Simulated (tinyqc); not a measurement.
Mirror strength against the number of periods: longitudinal sound in a periodic multilayer: transfer matrices, stop bands and folded phonons. Computed by tinyqc, a small Python program. Command: `OMP_NUM_THREADS=1 python tinyqc.py 3005614 3005615 out.jsonl multilayer walk`. One thread of a shared host (Intel(R) Xeon(R) Processor @ 2.30GHz), about 0.01 s of CPU time with the checks.

Layers 1 and 2 repeat with period d = d_1 + d_2; waves travel normal to the layers, without loss. State vector (u, s): displacement u and stress divided by omega. Impedances Z = rho v are in 1e6 kg/(m^2 s).

Inputs (values chosen for the exercise, modelled on gallium arsenide (layer 1), aluminium arsenide (layer 2) and silicon (substrate)):
```
quantity,value,unit
density rho_1,5.25,g/cm^3
velocity v_1,4800,m/s
thickness d_1,5.43,nm
density rho_2,3.75,g/cm^3
velocity v_2,5670,m/s
thickness d_2,6.47,nm
substrate density,2.32,g/cm^3
substrate velocity,8510,m/s
frequency f,256,GHz
```

Method:
- Z = rho v; interface reflection r = (Z_2 - Z_1)/(Z_2 + Z_1) (stress amplitude, from 1 into 2); Bragg frequency f_B = 1/[2 (d_1/v_1 + d_2/v_2)]; long-wave velocity v_eff = d/sqrt[(d_1/v_1)^2 + (d_2/v_2)^2 + (Z_1/Z_2 + Z_2/Z_1)(d_1/v_1)(d_2/v_2)].
- A layer maps (u, s) by [[cos p, sin p/Z], [-Z sin p, cos p]], p = 2 pi f d_i/v_i; one period is M = M_2 M_1, and cos(q d) = trace(M)/2.
- For N periods A = M^N. A wave comes from a thick layer of material 1 and leaves into the substrate (Z_s): transmitted power T = 4 Z_1 Z_s/|Z_1 A_22 + Z_s A_11 - i (Z_1 Z_s A_12 - A_21)|^2, reflected power R = 1 - T.

Bragg frequency f_B = 220.037 GHz

Z_2 = 21.2625

Z_1 = 25.2

Z of the substrate = 19.7432

trace(M)/2 = -0.884583

Transmitted power:
```
N,T at f_B,T at f_B (dB),T at f
1,0.99771,-0.0099556,0.99685
2,0.95403,-0.20436,0.95451
3,0.86358,-0.63698,0.90111
4,0.74379,-1.2855,0.88075
6,0.48876,-3.1090,0.96224
8,0.28658,-5.4275,0.97939
12,0.082913,-10.814,0.93501
16,0.021985,-16.579,0.89905
24,0.0014658,-28.339,0.89067
```

What follows from these numbers?

At f_B each further period removes 1.47 dB at large N, which is 20 log10 of the impedance ratio, 1.48 dB, as for a quarter-wave stack; 99 % reflection needs N = 24 among these rows. At f, in a pass band, T does not decay with N.
